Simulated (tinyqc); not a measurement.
Gate voltage for a given inversion charge.

Inverse problem. p-type body, charge-sheet picture, depletion and inversion only, full ionisation (an idealisation for deep acceptors), Boltzmann statistics (rough once Na exp(x - xn) passes about Nc/7). In units of Vt: xg = (Vg - Vfb)/Vt, x = psi/Vt, G = gamma/sqrt(Vt), xn = (2 phiF + Vc)/Vt. The implicit equation is (xg - x)^2 = G^2 [x - 1 + exp(x - xn)] for x above about 3. Cox = eps0 eox/tox. ni = sqrt(Nc Nv) exp(-Eg/(2 Vt)), Eg in volts; phiF = Vt ln(Na/ni); gamma = sqrt(2 q eps0 eps_r Na)/Cox. N_inv = (Cox Vt G/q) [sqrt(x - 1 + exp(x - xn)) - sqrt(x - 1)]. Find x - xn, psi and Vg.

Inputs (values chosen for the exercise); band and dielectric values close to those of silicon:
- T = 250 K (temperature)
- Eg = 1.12 eV (band gap)
- eps_r = 11.9 (relative permittivity)
- Nc = 2.11e19 cm^-3 (conduction-band density of states at T)
- Nv = 1.99e19 cm^-3 (valence-band density of states at T)
- eox = 3.9 (relative permittivity of the gate insulator (close to silicon dioxide))
- tox = 14 nm (insulator thickness)
- Na = 7.2e17 cm^-3 (acceptor density)
- Vfb = -0.51 V (flat-band voltage)
- Vc = 0.2 V (channel-body voltage)

Constants: q = 1.602176634e-19 C, kB = 1.380649e-23 J/K, Vt = kB T/q, eps0 = 8.8541878128e-14 F/cm where lengths are in cm. Results are converted to the units shown.

N_inv = 2.6e11 cm^-2

Solution. N_inv rises steadily with x, so it fixes x; the implicit equation then gives xg directly.

x - xn = 2.189
psi = 1.223 V
Vg = 3.073 V

Numbers from tinyqc (`OMP_NUM_THREADS=1 python tinyqc.py 2122080 2122081 out.jsonl`; about 0.01 s on one thread of a shared Intel Xeon 2.30GHz).
